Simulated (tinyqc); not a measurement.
## Resonant-tunnelling diode, transfer matrices and Tsu-Esaki current: effect of the collector barrier

Emitter (band edge 0), barrier d1, well Lw, barrier d2, collector (edge -V). The bias drops linearly over these layers and none in the contacts; each layer is cut into ns equal slices, flat at the value of their centres. E is the energy of motion across the layers, C = hbar^2/(2 m0), psi and psi'/m are continuous. Transport is coherent, T(E) is taken as independent of the transverse momentum, and charge in the well is ignored.

For the pair (psi, psi'/m) a flat layer has M = [[cos kd, (m/k) sin kd], [-(k/m) sin kd, cos kd]] with k = sqrt(m (E - U)/C) above its edge U, and M = [[cosh Kd, (m/K) sinh Kd], [(K/m) sinh Kd, cosh Kd]] with K = sqrt(m (U - E)/C) below it. Later slices stand to the left. With M acting on (psi, psi'/m) and v = k/m in each lead, T(E) = 4 vL vR/[(vL vR M12 - M21)^2 + (vR M11 + vL M22)^2]. J = J0 times the integral over E > 0 of T(E) N(E), N = ln[(1 + exp((Ef - E)/Vt))/(1 + exp((Ef - V - E)/Vt))], J0 = q^2 mw m0 kB T/(2 pi^2 hbar^3) (times 1e-4 for A/cm^2 per eV). The integral is converged to the digits shown. The resonance is the first maximum of T(E) for E > 0, G its full width at half maximum.

Values chosen for this exercise; masses and offsets of a made-up heterostructure: temperature T = 300 K; mass in the well, spacer and contacts mw = 0.26 m0; barrier height U1 = 1.1 eV; barrier mass m1 = 0.49 m0; emitter barrier d1 = 0.8 nm; well width Lw = 1.8 nm; slices in each layer ns = 2; Fermi energy of both contacts above their band edges Ef = 0.12 eV; bias of the collector V = 0.17 V.

Constants: q = 1.602176634e-19 C, kB = 1.380649e-23 J/K, hbar = 1.054571817e-34 J s, m0 = 9.1093837015e-31 kg, Vt = kB T/q, hbar^2/(2 m0) = 0.0380998212 eV nm^2. Results are converted to the units shown.

Result of one run:
```
d2 (nm),Er (eV),Tp,G (meV),J (kA/cm^2)
1.2,0.1094,0.4753,0.5999,44.52
```

What becomes of these results when the collector barrier d2 is changed from 1.2 to 1.1 nm, all else the same?

Result of the changed run:
```
d2 (nm),Er (eV),Tp,G (meV),J (kA/cm^2)
1.1,0.1073,0.7267,0.6699,80.02
```

The whole series:
```
d2 (nm),Er (eV),Tp,G (meV),J (kA/cm^2)
0.5,0.09103,0.1935,8.948,389.5
0.6,0.09447,0.3495,4.823,362.8
0.8,0.1002,0.8327,1.644,264.7
0.9,0.1028,0.9910,1.093,198.1
1.1,0.1073,0.7267,0.6699,80.02
1.2,0.1094,0.4753,0.5999,44.52
1.4,0.1132,0.1538,0.5526,12.03
```

As d2 grows from 0.5 to 1.4 nm, G falls from 8.95 to 0.553 meV, Tp goes from 0.193 through a maximum of 0.991 (at d2 = 0.9 nm among the rows listed) to 0.154, and J falls from 390 to 12.0 kA/cm^2. The product G Tp changes by a factor of 0.0491 and J by 0.0309; the rest comes from the shift of Er (0.0910 to 0.113 eV) against the supply function and from current off resonance. In 2 of the 7 rows a layer is thinner than 0.8 nm, a few atomic planes, where an effective mass is a rough description.

Computed by the program tinyqc: `OMP_NUM_THREADS=1 python tinyqc.py 2600057 2600058 out.jsonl`, one thread of a shared Intel Xeon 2.30GHz, about 0.1 s for the whole run.
